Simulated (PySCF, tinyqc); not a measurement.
Inside a calculation. Method: CISD on RHF in the sto-3g basis, frozen core, for Be, spin multiplicity 1. The lowest restricted solution is unstable here: a spin-polarised one lies 0.0012 hartree lower (PySCF). Computed by tinyqc, a small Python program that keeps every step (integrals from PySCF). Settings: charge = 0, multiplicity = 1, basis = sto-3g, method = RHF, frozen orbitals = 1, energy threshold = 1e-10, iteration cap = 68, orthogonalisation = canonical, start = atomic densities, DIIS depth = 6, ci = CISD. Command: `OMP_NUM_THREADS=1 python tinyqc.py 21329 21330 out.jsonl` (the two numbers bound the seeds that draw the settings). One thread of a shared host (Intel(R) Xeon(R) Processor @ 2.60GHz), about 0.09 s of CPU time with the checks. The early iterations of the SCF are left out here.

## One-electron integrals

Geometry (angstrom):

| atom | x | y | z |
|---|---|---|---|
| Be | 0.000000 | 0.000000 | 0.000000 |

Basis sto-3g: exponents (1/bohr^2) and contraction coefficients of normalised primitives:

| element | l (shell) | exponent | coefficient |
|---|---|---|---|
| Be | s (1) | 30.167871 | 0.154329 |
| Be | s (1) | 5.495115 | 0.535328 |
| Be | s (1) | 1.487193 | 0.444635 |
| Be | s (2) | 1.314833 | -0.099967 |
| Be | s (2) | 0.305539 | 0.399513 |
| Be | s (2) | 0.099371 | 0.700115 |
| Be | p (3) | 1.314833 | 0.155916 |
| Be | p (3) | 0.305539 | 0.607684 |
| Be | p (3) | 0.099371 | 0.391957 |

Overlap, kinetic and nuclear-attraction integrals over the contracted functions; the nuclear repulsion is the sum of Za Zb / Rab.

nuclear repulsion = 0 hartree

overlap S, lower triangle:
```
           1Be 1s    1Be 2s   1Be 2px   1Be 2py   1Be 2pz
1Be 1s   1.000000
1Be 2s   0.259517  1.000000
1Be 2px  0.000000  0.000000  1.000000
1Be 2py  0.000000  0.000000  0.000000  1.000000
1Be 2pz  0.000000  0.000000  0.000000  0.000000  1.000000
```

kinetic energy T (hartree), lower triangle:
```
            1Be 1s    1Be 2s   1Be 2px   1Be 2py   1Be 2pz
1Be 1s    6.693975
1Be 2s   -0.033012  0.211111
1Be 2px   0.000000  0.000000  0.660592
1Be 2py   0.000000  0.000000  0.000000  0.660592
1Be 2pz   0.000000  0.000000  0.000000  0.000000  0.660592
```

nuclear attraction V (hartree), lower triangle:
```
             1Be 1s     1Be 2s    1Be 2px    1Be 2py    1Be 2pz
1Be 1s   -14.561092
1Be 2s    -1.899246  -2.313268
1Be 2px    0.000000   0.000000  -2.294749
1Be 2py    0.000000   0.000000   0.000000  -2.294749
1Be 2pz    0.000000   0.000000   0.000000   0.000000  -2.294749
```

core Hamiltonian H = T + V (hartree), lower triangle:
```
            1Be 1s     1Be 2s    1Be 2px    1Be 2py    1Be 2pz
1Be 1s   -7.867117
1Be 2s   -1.932258  -2.102157
1Be 2px   0.000000   0.000000  -1.634157
1Be 2py   0.000000   0.000000   0.000000  -1.634157
1Be 2pz   0.000000   0.000000   0.000000   0.000000  -1.634157
```

## Two-electron integrals

Functions are numbered as in S; the eight-fold symmetry (ij|kl) = (ji|kl) = (kl|ij) leaves the list below.

Two-electron integrals (ij|kl) in chemists' order, unique and non-zero (hartree):
```
(11|11) 2.298831   (21|11) 0.392036   (21|21) 0.079539   (22|11) 0.570988
(22|21) 0.143041   (22|22) 0.417683   (31|31) 0.014607   (32|31) 0.021888
(32|32) 0.092265   (33|11) 0.569578   (33|21) 0.143083   (33|22) 0.417589
(33|33) 0.449859   (41|41) 0.014607   (42|41) 0.021888   (42|42) 0.092265
(43|43) 0.024249   (44|11) 0.569578   (44|21) 0.143083   (44|22) 0.417589
(44|33) 0.401360   (44|44) 0.449859   (51|51) 0.014607   (52|51) 0.021888
(52|52) 0.092265   (53|53) 0.024249   (54|54) 0.024249   (55|11) 0.569578
(55|21) 0.143083   (55|22) 0.417589   (55|33) 0.401360   (55|44) 0.401360
(55|55) 0.449859
```

## Orthogonalisation

S = U s U^T; canonical form X = U s^(-1/2), so that X^T S X = 1. Each column of U has its largest component positive (the first on a tie).

eigenvalues of S: 0.740483  1.000000  1.000000  1.000000  1.259517

X:
```
                 1         2         3         4         5
1Be 1s    0.821727  0.000000  0.000000  0.000000  0.630061
1Be 2s   -0.821727  0.000000  0.000000  0.000000  0.630061
1Be 2px   0.000000  1.000000  0.000000  0.000000  0.000000
1Be 2py   0.000000  0.000000  1.000000  0.000000  0.000000
1Be 2pz   0.000000  0.000000  0.000000  1.000000  0.000000
```

Within a degenerate level the vectors are fixed only up to a rotation; this is one choice.

## Iteration 3 (converged): orbitals

converged F (hartree), lower triangle:
```
            1Be 1s     1Be 2s   1Be 2px   1Be 2py   1Be 2pz
1Be 1s   -4.481297
1Be 2s   -1.266056  -0.594757
1Be 2px   0.000000   0.000000  0.221086
1Be 2py   0.000000   0.000000  0.000000  0.221086
1Be 2pz   0.000000   0.000000  0.000000  0.000000  0.221086
```

Diagonalise F' = X^T F X, C = X C', fill 2 alpha and 2 beta electrons from the bottom; D = 2 C_occ C_occ^T. Each column has its largest component positive (the first on a tie).

F' = X^T F X (hartree), lower triangle:
```
           1         2         3         4          5
1  -1.717759
2   0.000000  0.221086
3   0.000000  0.000000  0.221086
4   0.000000  0.000000  0.000000  0.221086
5  -2.012211  0.000000  0.000000  0.000000  -3.020271
```

orbital energies (hartree): MO1 -4.483992, MO2 -0.254038, MO3 0.221086, MO4 0.221086, MO5 0.221086

coefficients C:
```
              MO1        MO2       MO3       MO4       MO5
1Be 1s   0.992898  -0.293881  0.000000  0.000000  0.000000
1Be 2s   0.026138   1.035147  0.000000  0.000000  0.000000
1Be 2px  0.000000   0.000000  0.000000  0.000000  1.000000
1Be 2py  0.000000   0.000000  1.000000  0.000000  0.000000
1Be 2pz  0.000000   0.000000  0.000000  1.000000  0.000000
```

D after iteration 3, lower triangle:
```
            1Be 1s    1Be 2s   1Be 2px   1Be 2py   1Be 2pz
1Be 1s    2.144425
1Be 2s   -0.556515  2.144425
1Be 2px   0.000000  0.000000  0.000000
1Be 2py   0.000000  0.000000  0.000000  0.000000
1Be 2pz   0.000000  0.000000  0.000000  0.000000  0.000000
```

Within a degenerate level the vectors are fixed only up to a rotation; this is one choice.

## Convergence

Stop when the energy changes by less than 1e-10 hartree and every element of the error matrix X^T (F D S - S D F) X is below 3e-06.

Course of the cycle:

| iteration | E (hartree) | change | largest element of the error matrix |
|---|---|---|---|
| 1 | -14.44098606 | - | 1.44e-02 |
| 2 | -14.35188048 | 8.91e-02 | 1.26e-15 |
| 3 | -14.35188048 | 5.33e-15 | 2.64e-15 |

PySCF RHF in the same basis = -14.35188048 hartree

Converged in 3 iterations.

## Integrals over molecular orbitals

(pq|rs) = sum C_ip C_jq C_kr C_ls (ij|kl), one index at a time.

one-electron integrals over orbitals h = C^T H C (hartree), lower triangle:
```
           1          2          3          4          5
1  -7.857501
2   0.267574  -1.756350
3   0.000000   0.000000  -1.634157
4   0.000000   0.000000   0.000000  -1.634157
5   0.000000   0.000000   0.000000   0.000000  -1.634157
```

Two-electron integrals over orbitals (pq|rs), unique and non-zero (hartree); the lowest 1 orbital is frozen and left out:
```
(22|22) 0.404138   (32|32) 0.086809   (33|22) 0.409597   (33|33) 0.449859
(42|42) 0.086809   (43|43) 0.024249   (44|22) 0.409597   (44|33) 0.401360
(44|44) 0.449859   (52|52) 0.086809   (53|53) 0.024249   (54|54) 0.024249
(55|22) 0.409597   (55|33) 0.401360   (55|44) 0.401360   (55|55) 0.449859
```

## CISD: determinants and Hamiltonian

one-electron integrals dressed by the frozen orbital, h + 2 (pq|11) - (p1|1q) (hartree), lower triangle:
```
           2          3          4          5
2  -0.658175
3   0.000000  -0.511299
4   0.000000   0.000000  -0.511299
5   0.000000   0.000000   0.000000  -0.511299
```

energy of the frozen orbital, 2 h_11 + (11|11) = -13.43966747 hartree

Hartree-Fock energy = -14.35188048 hartree

Slater-Condon rules over spin orbitals, with the nuclear repulsion and the energy of the frozen orbital added and E(HF) subtracted on the diagonal.

Occupation strings over the orbitals (2 doubly, a alpha, b beta, 0 empty; spin orbitals ordered 1a 1b 2a 2b ...): 22000 2ab00 2a0b0 2a00b 2ba00 2b0a0 2b00a 20200 20ab0 20a0b 20ba0 20020 200ab 20b0a 200ba 20002

H - E(HF) between determinants (hartree), lower triangle:
```
          22000      2ab00      2a0b0      2a00b     2ba00     2b0a0     2b00a     20200
22000  0.000000
2ab00  0.000000   0.152336
2a0b0  0.000000   0.000000   0.152336
2a00b  0.000000   0.000000   0.000000   0.152336
2ba00  0.000000  -0.086809   0.000000   0.000000  0.152336
2b0a0  0.000000   0.000000  -0.086809   0.000000  0.000000  0.152336
2b00a  0.000000   0.000000   0.000000  -0.086809  0.000000  0.000000  0.152336
20200  0.086809   0.000000   0.000000   0.000000  0.000000  0.000000  0.000000  0.339474
20ab0  0.000000   0.000000   0.000000   0.000000  0.000000  0.000000  0.000000  0.000000
20a0b  0.000000   0.000000   0.000000   0.000000  0.000000  0.000000  0.000000  0.000000
20ba0  0.000000   0.000000   0.000000   0.000000  0.000000  0.000000  0.000000  0.000000
20020  0.086809   0.000000   0.000000   0.000000  0.000000  0.000000  0.000000  0.024249
200ab  0.000000   0.000000   0.000000   0.000000  0.000000  0.000000  0.000000  0.000000
20b0a  0.000000   0.000000   0.000000   0.000000  0.000000  0.000000  0.000000  0.000000
200ba  0.000000   0.000000   0.000000   0.000000  0.000000  0.000000  0.000000  0.000000
20002  0.086809   0.000000   0.000000   0.000000  0.000000  0.000000  0.000000  0.024249

           20ab0      20a0b     20ba0     20020      200ab     20b0a     200ba     20002
20ab0   0.290976
20a0b   0.000000   0.290976
20ba0  -0.024249   0.000000  0.290976
20020   0.000000   0.000000  0.000000  0.339474
200ab   0.000000   0.000000  0.000000  0.000000   0.290976
20b0a   0.000000  -0.024249  0.000000  0.000000   0.000000  0.290976
200ba   0.000000   0.000000  0.000000  0.000000  -0.024249  0.000000  0.290976
20002   0.000000   0.000000  0.000000  0.024249   0.000000  0.000000  0.000000  0.339474
```

## CISD: roots

Diagonalise (each vector has its largest component positive (the first on a tie)); all determinants have Ms = 0, so triplets appear too. The lowest singlet root is the correlation energy.

lowest roots of this matrix, relative to E(HF) (hartree): -0.051448  0.065527  0.065527  0.065527  0.239145  0.239145  0.239145  0.266726

lowest vectors:
```
          root 1     root 2     root 3    root 4
22000   0.946145   0.000000   0.000000  0.000000
2ab00   0.000000   0.650043   0.265626  0.082989
2a0b0   0.000000   0.034626  -0.286430  0.645569
2a00b   0.000000  -0.276126   0.589407  0.276322
2ba00   0.000000   0.650043   0.265626  0.082989
2b0a0   0.000000   0.034626  -0.286430  0.645569
2b00a   0.000000  -0.276126   0.589407  0.276322
20200  -0.186914   0.000000   0.000000  0.000000
20ab0   0.000000   0.000000   0.000000  0.000000
20a0b   0.000000   0.000000   0.000000  0.000000
20ba0   0.000000   0.000000   0.000000  0.000000
20020  -0.186914   0.000000   0.000000  0.000000
200ab   0.000000   0.000000   0.000000  0.000000
20b0a   0.000000   0.000000   0.000000  0.000000
200ba   0.000000   0.000000   0.000000  0.000000
20002  -0.186914   0.000000   0.000000  0.000000
```

<S^2> of these roots: 0.000000  2.000000  2.000000  2.000000  0.000000  0.000000  0.000000  2.000000

weight of the ground state by excitation level 0, 1, 2, ...: 0.895190  0.000000  0.104810

Within a degenerate level the vectors are fixed only up to a rotation; this is one choice.

The reference has a weight of only 0.90: one determinant is a poor start here.
